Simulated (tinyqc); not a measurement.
Complex band structure along [001] in sp3s* tight binding: one step. Complex wave vectors at one energy in the gap. Three cases, with inputs chosen for the exercise.

Question. Solve det(H0 - E + z T + T^T/z) = 0 with E = Ev + dE, as the linear problem [[0, 1], [-T^T, E - H0]] x = z [[1, 0], [0, T]] x. Roots come as z, -z, 1/z and conjugates; list those with 0 < |z| < 1 and Re z, Im z >= 0, by falling |z|. Re kz = arg(z)/(pi/2) in units of 2 pi/a, kappa = -(4/a) ln|z|.

For k = (0, 0, kz) the phase sums are g0 = cos(phi) and g3 = i sin(phi), phi = kz a/4, and the s, pz, s* orbitals of anion (a) and cation (c) decouple from px, py. With z = exp(i phi), H(z) = H0 + z T + T^T/z for any complex z. H0 is diagonal (Esa, Epa, Exa, Esc, Epc, Exc). The anion-cation block is B(z) = z U + W/z and the cation-anion block z W^T + U^T/z, where U has Vss/2 (s,s), Vsapc/2 (s,z), -Vscpa/2 (z,s), Vxx/2 (z,z), Vxapc/2 (s*,z), -Vpaxc/2 (z,s*), and W has the same values with the s-z and s*-z signs reversed. |z| = 1 is a band state, |z| < 1 decays along [001] as exp(-kappa d) over a distance d, kappa = -(4/a) ln|z|. No spin-orbit coupling.

Case 1.

Values chosen (out of a larger set: near a published set for AlAs, fitted to gaps, whose masses and valley positions are rough (light masses up to twice too heavy); not measured data): dE = 0.4 eV (E - Ev); a = 5.662 angstrom (lattice constant).

diagonal of H0 (eV): sa -7.535000, za 0.979000, s*a 7.541000, sc -1.165000, zc 3.603000, s*c 6.729000

T (eV):
```
            sa        za        s*a         sc        zc        s*c
sa    0.000000  0.000000   0.000000  -3.348000  2.555500   0.000000
za    0.000000  0.000000   0.000000  -2.736000  0.931500  -2.478000
s*a   0.000000  0.000000   0.000000   0.000000  2.260500   0.000000
sc   -3.348000  2.736000   0.000000   0.000000  0.000000   0.000000
zc   -2.555500  0.931500  -2.260500   0.000000  0.000000   0.000000
s*c   0.000000  2.478000   0.000000   0.000000  0.000000   0.000000
```

Ev = 0.012379 eV

Case 2.

Values chosen (out of a larger set: near a published set for InAs, fitted to gaps, whose masses and valley positions are rough (light masses up to twice too heavy); not measured data): dE = 0.27 eV (E - Ev); a = 6.056 angstrom (lattice constant).

diagonal of H0 (eV): sa -9.461000, za 0.921000, s*a 7.366000, sc -2.733000, zc 3.742000, s*c 6.729000

T (eV):
```
            sa        za        s*a         sc        zc        s*c
sa    0.000000  0.000000   0.000000  -2.832000  1.514000   0.000000
za    0.000000  0.000000   0.000000  -2.748500  0.925000  -1.959000
s*a   0.000000  0.000000   0.000000   0.000000  1.678000   0.000000
sc   -2.832000  2.748500   0.000000   0.000000  0.000000   0.000000
zc   -1.514000  0.925000  -1.678000   0.000000  0.000000   0.000000
s*c   0.000000  1.959000   0.000000   0.000000  0.000000   0.000000
```

Ev = 0.005127 eV

Case 3.

Values chosen (out of a larger set: near a published set for Ge, fitted to gaps, whose masses and valley positions are rough (light masses up to twice too heavy); not measured data): dE = 0.18 eV (E - Ev); a = 5.657 angstrom (lattice constant).

diagonal of H0 (eV): sa -5.928000, za 1.591000, s*a 6.379000, sc -5.928000, zc 1.591000, s*c 6.379000

T (eV):
```
            sa        za        s*a         sc        zc        s*c
sa    0.000000  0.000000   0.000000  -3.371000  2.735000   0.000000
za    0.000000  0.000000   0.000000  -2.735000  0.804500  -2.607000
s*a   0.000000  0.000000   0.000000   0.000000  2.607000   0.000000
sc   -3.371000  2.735000   0.000000   0.000000  0.000000   0.000000
zc   -2.735000  0.804500  -2.607000   0.000000  0.000000   0.000000
s*c   0.000000  2.607000   0.000000   0.000000  0.000000   0.000000
```

Ev = -0.018000 eV

Give: Decaying roots.

Answer.

Case 1.

Decaying roots:

| Re z | Im z | \|z\| | Re kz (2 pi/a) | kappa (1/angstrom) |
|---|---|---|---|---|
| 0.8419 | 0.0000 | 0.8419 | 0.0000 | 0.1216 |
| 0.1527 | 0.3798 | 0.4093 | 0.7566 | 0.6311 |

The slowest root has kappa = 0.1216 1/angstrom at Re kz = 0.000: a purely imaginary k at Gamma. The probability falls by exp(-2 kappa d), a factor 11.4 over 1 nm.

Case 2.

Decaying roots:

| Re z | Im z | \|z\| | Re kz (2 pi/a) | kappa (1/angstrom) |
|---|---|---|---|---|
| 0.9520 | 0.0000 | 0.9520 | 0.0000 | 0.0325 |
| 0.0289 | 0.2950 | 0.2964 | 0.9379 | 0.8032 |

The slowest root has kappa = 0.0325 1/angstrom at Re kz = 0.000: a purely imaginary k at Gamma. The probability falls by exp(-2 kappa d), a factor 1.91 over 1 nm.

Case 3.

Decaying roots:

| Re z | Im z | \|z\| | Re kz (2 pi/a) | kappa (1/angstrom) |
|---|---|---|---|---|
| 0.9410 | 0.0000 | 0.9410 | 0.0000 | 0.0430 |
| 0.1939 | 0.5603 | 0.5929 | 0.7879 | 0.3696 |

The slowest root has kappa = 0.0430 1/angstrom at Re kz = 0.000: a purely imaginary k at Gamma. The probability falls by exp(-2 kappa d), a factor 2.36 over 1 nm.

Computed by tinyqc, one run a case: `OMP_NUM_THREADS=1 python tinyqc.py N N+1 out.jsonl` with N = 1480251, 1480454, 1480684; one thread of a shared Intel(R) Xeon(R) Processor @ 2.30GHz, about 0.01 s a run at most.
